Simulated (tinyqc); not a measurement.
# Minority-electron transport through the base of a bipolar transistor (Moll-Ross and Kroemer integrals), step by step

A worked calculation. Computed by tinyqc, a small Python program that keeps every step. Command: `OMP_NUM_THREADS=1 python tinyqc.py 3022341 3022342 out.jsonl base walk`. One thread of a shared host (Intel(R) Xeon(R) Processor @ 2.30GHz), about 0.01 s of CPU time with the checks. Intermediate numbers are printed to about 5 digits and carried at full precision; extremes and crossings named in words are read from the listed rows.

Low injection, one dimension, x from the emitter edge (0) to the collector edge (W), s = x/W. Recombination is treated as a small correction (valid for tau_B well below tau_n), computed from the stored charge.

Inputs (values chosen for the exercise, modelled on SiGe):
```
quantity                                     value        unit
intrinsic density n_i at the emitter edge    8e+10      1/cm^3
base doping at the emitter edge N_0        6.3e+17      1/cm^3
base width W                                    28          nm
mu_min                                         210  cm^2/(V s)
mu_max                                        1110  cm^2/(V s)
N_ref                                      1.1e+17      1/cm^3
saturation velocity v_s                       0.82    1e7 cm/s
electron lifetime tau_n                         30          ns
emitter Gummel number G_E                  1.6e+13      s/cm^4
base-emitter voltage V_BE                     0.66           V
temperature T                                  300           K
doping ratio N_0/N(W)                          9.1           -
gap narrowing across the base dE_g              77         meV
```

Base doping profile: exponential. Gap grading: linear. Exit of the base: saturation velocity.

Constants: k_B = 8.617333262e-05 eV/K; e = 1.602176634e-19 C.

## Profile and built-in field

N(x) = N_0 (ratio)^(-s); n_i(x)^2 = n_i^2 exp(s dE_g/k_B T); D(x) = (k_B T/e) mu, mu = mu_min + (mu_max - mu_min)/(1 + (N/N_ref)^0.7). Field that drives electrons towards the collector, averaged over the base: (k_B T/e) ln[N_0 n_i(W)^2/(N(W) n_i^2)]/W.

Across the base:
```
s    N (1/cm^3)  n_i(x)^2/n_i^2  D (cm^2/s)  y (s/cm^5)
0.0  6.3000e+17           1.000      10.725  5.8739e+16
0.2  4.0507e+17           1.814      12.095  1.8460e+16
0.4  2.6045e+17           3.292      13.656  5.7943e+15
0.6  1.6746e+17           5.972      15.363  1.8252e+15
0.8  1.0767e+17          10.835      17.149  5.7946e+14
1.0  6.9231e+16          19.658      18.931  1.8603e+14
```

drift factor eta (potential drop in k_B T/e) = 5.1868

mean built-in field = 47.889 kV/cm

## Collector current and transit time

With y(x) = N n_i^2/(D n_i(x)^2): base Gummel number G_B = int_0^W y dx + N(W) n_i^2/(v_s n_i(W)^2); J_C = e n_i^2 exp(e V_BE/k_B T)/G_B; n(x) = (J_C/e)(n_i(x)^2/(N n_i^2)) [int_x^W y dx + the same exit term]; transit time tau_B = (e/J_C) int n dx; trapezoid rule on 401 even points.

base Gummel number G_B = 2.8768e+10 s/cm^4

collector current density J_C = 4360.0 A/cm^2

base transit time tau_B = 0.14755 ps

share of the exit term in G_B = 1.4929 %

mean velocity W/tau_B = 1.8977 1e7 cm/s

Plain diffusion with the D of the emitter edge would take W^2/(2D) = 0.365 ps, 2.48 times the result. Caution: the mean velocity exceeds v_s, so drift-diffusion with a low-field mobility overstates the speed. Caution: the base is only a few mean free paths wide, so transport is partly ballistic.

## Gain and speed

Emitter-limited gain beta_E = G_E/G_B; recombination-limited gain beta_R = tau_n/tau_B; 1/beta = 1/beta_E + 1/beta_R; f_T from the base alone = 1/(2 pi tau_B).

beta_E = 556.17

beta_R = 2.0332e+05

current gain beta = 554.65

f_T from the base alone = 1078.7 GHz

The gain is limited mainly by hole injection into the emitter (100 % of the base current).

## What grading buys

The formulas are those given above.

The same base with other gradings:
```
dE_g (meV)  dE_g/k_B T  G_B (s/cm^4)  J_C gain  tau_B (ps)  speed gain
0                0.000    6.3534e+10    1.0000     0.27658      1.0000
25               0.967    4.5799e+10    1.3873     0.21717      1.2735
50               1.934    3.5608e+10    1.7843     0.17741      1.5590
75               2.901    2.9180e+10    2.1773     0.14942      1.8510
100              3.868    2.4782e+10    2.5637     0.12886      2.1464
150              5.802    1.9126e+10    3.3220     0.10089      2.7415
200              7.736    1.5604e+10    4.0717     0.08284      3.3386
300             11.605    1.1415e+10    5.5659     0.06099      4.5346
```

At 100 meV J_C rises by a factor 2.56 and the transit is 2.15 times faster; at 300 meV the factors are 5.57 and 4.53. For a uniform base without exit term both tend to be linear in dE_g/k_B T, J_C as x/(1 - exp(-x)) and the speed as x/2. From 0 meV on the mean velocity W/tau_B exceeds v_s, so those speed gains are overstated.

Checks made by the program: Gummel integral against a 60-point Gauss rule (relative difference 3e-06).
